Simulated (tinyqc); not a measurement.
Mobility of a non-polar semiconductor in the relaxation-time approximation: one step, computed by the program tinyqc.

Each valley is treated as a sphere of mass m_d for states and rates, with one isotropic relaxation time; the conductivity mass m_c sets the current.

Task: Masses. m_d = (m_l m_t^2)^(1/3); 1/m_c = (1/m_l + 2/m_t)/3; Hall mass factor A = 3 K_m (K_m + 2)/(2 K_m + 1)^2, K_m = m_l/m_t; N_I = n (1 + C)/(1 - C).

Inputs (values chosen for the exercise, for a model non-polar semiconductor): longitudinal mass m_l = 0.51 m_0; transverse mass m_t = 0.21 m_0; carrier density n = 3.9e+14 1/cm^3; compensation ratio C = 0.17.

Band: parabolic. Impurity formula: Brooks-Herring. Further scattering: alloy.

Give: density-of-states mass m_d; conductivity mass m_c; Hall mass factor A; ionised impurity density N_I.

Result:

density-of-states mass m_d = 0.28227 m_0

conductivity mass m_c = 0.26122 m_0

Hall mass factor A = 0.94051

ionised impurity density N_I = 5.4976e+14 1/cm^3
